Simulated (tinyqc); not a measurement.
Comparisons within one model: defect-molecule model of a vacancy with Jahn-Teller distortion. A value that a table varies takes the place of the one given here.

Four dangling hybrids a, b, c, d point into the vacancy: H_ii = E0, and -gm between any two. A tetragonal distortion Q pairs a with b and c with d: those two couplings become -gm - I Q and the other four -gm + I Q/2, at an elastic cost k Q^2/2. The a1 level holds two electrons; charge states 2+, + and 0 put n = 0, 1, 2 more into the lowest level of t2 origin. Energy from the 2+ state at Q = 0, with the Fermi level mu counted from Ev: W_n(Q) = n (et - 2 I Q) + k Q^2/2 + Uc n (n - 1)/2 - n mu. et = E0 + gm is the undistorted t2 level.

Constants: kB = 8.617333262e-05 eV/K.

Parameters, chosen for this exercise (of the size used for the vacancy in silicon; not measured data):
- E0 = -0.16 eV (level of a dangling hybrid, from Ev)
- gm = 0.39 eV (coupling between two dangling hybrids)
- I = 1.04 eV/angstrom (Jahn-Teller coupling)
- k = 14.5 eV/angstrom^2 (force constant of the mode)
- Uc = 0.32 eV (repulsion of two electrons in one orbital)
- T = 77 K (temperature)
- mu1 = -0.03 eV (first Fermi level)

## Occupation against the Fermi level

Weights g_n exp(-W_n/kT) with W_n = n et - n^2 E_JT + Uc n (n - 1)/2 - n mu, E_JT = 2 I^2/k, degeneracies 1, 6 (spin and three axes) and 3; mu = mu1 + 0.03 j eV.

Shares:

| mu (eV) | 2+ | + | 0 | mean charge |
|---|---|---|---|---|
| -0.03 | 1.0000 | 0.0000 | 0.0000 | 2.0000 |
| 0.00 | 1.0000 | 0.0000 | 0.0000 | 2.0000 |
| 0.03 | 0.9972 | 0.0028 | 0.0000 | 1.9972 |
| 0.06 | 0.7932 | 0.2066 | 0.0002 | 1.7930 |
| 0.09 | 0.0373 | 0.8941 | 0.0686 | 0.9688 |
| 0.12 | 0.0001 | 0.1242 | 0.8757 | 0.1243 |
| 0.15 | 0.0000 | 0.0015 | 0.9985 | 0.0015 |
| 0.18 | 0.0000 | 0.0000 | 1.0000 | 0.0000 |
| 0.21 | 0.0000 | 0.0000 | 1.0000 | 0.0000 |

U_eff = Uc - 2 E_JT = +0.022 eV and kT = 6.6 meV (the vacancy in silicon is known as negative-U; these values are not). The + state reaches at most 89.4 % on these rows, at mu = 0.09 eV. The mean charge goes from 2.00 to 0.00. Rows with mu < 0 lie in the valence band and are formal.

## When U turns negative

The force constant is varied. E_JT = 2 I^2/k, E(2+/+) = et - E_JT, E(+/0) = et - 3 E_JT + Uc, U_eff = Uc - 2 E_JT.

Against k:

| k (eV/angstrom^2) | E_JT (eV) | (2+/+) (eV) | (+/0) (eV) | U_eff (eV) | Q of the neutral state (angstrom) |
|---|---|---|---|---|---|
| 8 | 0.2704 | -0.0404 | -0.2612 | -0.2208 | 0.5200 |
| 12 | 0.1803 | 0.0497 | 0.0092 | -0.0405 | 0.3467 |
| 16 | 0.1352 | 0.0948 | 0.1444 | 0.0496 | 0.2600 |
| 24 | 0.0901 | 0.1399 | 0.2796 | 0.1397 | 0.1733 |
| 32 | 0.0676 | 0.1624 | 0.3472 | 0.1848 | 0.1300 |
| 48 | 0.0451 | 0.1849 | 0.4148 | 0.2299 | 0.0867 |
| 64 | 0.0338 | 0.1962 | 0.4486 | 0.2524 | 0.0650 |
| 96 | 0.0225 | 0.2075 | 0.4824 | 0.2749 | 0.0433 |

k at which U_eff = 0 = 13.52 eV/angstrom^2

Levels below 0 lie in the valence band. U_eff is negative for k below 4 I^2/Uc = 13.5: 2 of the 8 rows. The gain grows as n^2, so the second electron wins 3 E_JT where the first wins E_JT. For a stiff lattice the levels tend to et = 0.230 and et + Uc = 0.550 eV. Distortions above about 0.5 angstrom (1 of the rows) are beyond a linear coupling.

## What each parameter does

E_JT = 2 I^2/k, E(2+/+) = et - E_JT, E(+/0) = et - 3 E_JT + Uc, U_eff = E(+/0) - E(2+/+); a1 level E0 - 3 gm. Each row changes one parameter from the base and keeps the others.

Results:

| case | (2+/+) (eV) | (+/0) (eV) | U_eff (eV) | a1 (eV) |
|---|---|---|---|---|
| base | 0.0808 | 0.1024 | 0.0216 | -1.3300 |
| E0 = -0.11 eV | 0.1308 | 0.1524 | 0.0216 | -1.2800 |
| gm = 0.43 eV | 0.1208 | 0.1424 | 0.0216 | -1.4500 |
| I = 1.144 eV/angstrom | 0.0495 | 0.0085 | -0.0410 | -1.3300 |
| k = 15.95 eV/angstrom^2 | 0.0944 | 0.1431 | 0.0488 | -1.3300 |
| Uc = 0.38 eV | 0.0808 | 0.1624 | 0.0816 | -1.3300 |

The largest shifts from the base row, up to three for each result and ties (the steps differ in size, so this ranks the rows, not the parameters). (2+/+) (eV): E0 +0.0500, gm +0.0400, I -0.0313; unchanged at the printed digits by Uc. (+/0) (eV): I -0.0940, Uc +0.0600, E0 +0.0500. U_eff (eV): I -0.0627, Uc +0.0600, k +0.0271; unchanged at the printed digits by E0 and gm. a1 (eV): gm -0.1200, E0 +0.0500; unchanged at the printed digits by I, k and Uc. E0 and gm move both levels alike, so U_eff depends on I, k and Uc alone.

Run: tinyqc, `OMP_NUM_THREADS=1 python tinyqc.py 1481346 1481347 out.jsonl`; Intel(R) Xeon(R) Processor @ 2.30GHz, one thread, shared host; about 0.01 s of CPU time with all checks.
